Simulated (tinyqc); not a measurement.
# Changing the roughness sigma

Model: sputter depth profiling of a dopant layer: erosion rate, quantification and the mixing-roughness response. Computed by tinyqc, a small Python program. Command: `OMP_NUM_THREADS=1 python tinyqc.py 3024536 3024537 out.jsonl sims sweep`. One thread of a shared host (Intel(R) Xeon(R) Processor @ 2.30GHz), about 0.3 s of CPU time with the checks.

A rastered ion beam erodes silicon (49.94 atoms per nm^3). The measured profile is the true one convolved with a depth response.

Inputs (values chosen for the exercise, modelled on a dopant in silicon under an oxygen or caesium beam):
```
quantity                               value    unit
beam energy E                           0.98     keV
beam current                             190      nA
raster side                              500      um
sputter yield at 1 keV                  0.57       -
mixing length at 1 keV                   2.1      nm
depth of the top edge z0                  44      nm
box width b                               19      nm
box concentration C                  3.2e+20  1/cm^3
relative sensitivity factor RSF      1.8e+21  1/cm^3
matrix count rate                     720000     1/s
background count rate                   0.62     1/s
counting time per point                    2       s
level that defines the junction C_B    1e+17  1/cm^3
```

True profile: box.

Constants: e = 1.602176634e-19 C.

Method:
- Scaling chosen for the exercise: yield Y = Y1 E^0.5, mixing length w = w1 E^0.5 (E in keV).
- Erosion rate = Y I/(e x raster^2 x density); depth step = rate x counting time; concentration = RSF x counts/matrix counts; detection limit = RSF x 3 sqrt(background x time)/(matrix rate x time).
- Mixing alone turns a layer at z0 into (1/w) exp(-(z - z0 + w)/w) for z > z0 - w; roughness adds a Gaussian of width sigma. With x = z - z0 + w: g(x) = (1/(2w)) exp(sigma^2/(2 w^2) - x/w) erfc((sigma/w - x/sigma)/sqrt2), and its integral G(x) = (1/2) erfc(-x/(sigma sqrt2)) - w g(x). Measured: C [G(x) - G(x - b)].
- Find the maximum, the full width at half maximum and the deep point where the profile falls to C_B; far down, the trailing edge decays by w ln(10) per decade.
- Convolution adds means and variances: the response has mean 0 (shift -w plus exponential mean w) and variance w^2 + sigma^2; a box adds the mean b/2 and the variance b^2/12.

One run for each value; columns: (1) roughness sigma (nm); (2) full width at half maximum (nm); (3) peak concentration (1/cm^3); (4) maximum minus centroid (nm); (5) apparent junction depth (nm):
```
(1)      (2)         (3)     (4)     (5)
0.15  19.000  3.1995e+20  6.8768  77.705
0.24  19.000  3.1995e+20  6.5606  77.713
0.38  19.001  3.1993e+20  6.0842  77.734
0.61  19.001  3.1990e+20  5.3424  77.789
0.98  19.003  3.1980e+20  4.2560  77.930
1.60  19.009  3.1946e+20  2.7308  78.315
2.50  19.047  3.1800e+20  1.1748  79.203
4.00  19.396  3.0846e+20  0.1404  81.547
```

Over the rows, full width at half maximum (nm) rises from 19.0 to 19.4; peak concentration (1/cm^3) falls from 3.20e20 to 3.08e20; maximum minus centroid (nm) falls from 6.88 to 0.140 (exponent d ln y / d ln x -0.10 between the first rows and -4.5 between the last). The exponent of full width at half maximum stays between 0.00 and 0.04, near 0: the box is resolved. Roughness broadens both edges and makes the response more symmetric; far down the tail the slope stays w ln(10).

Extremes, crossings and ranges named in words are read from the listed rows.
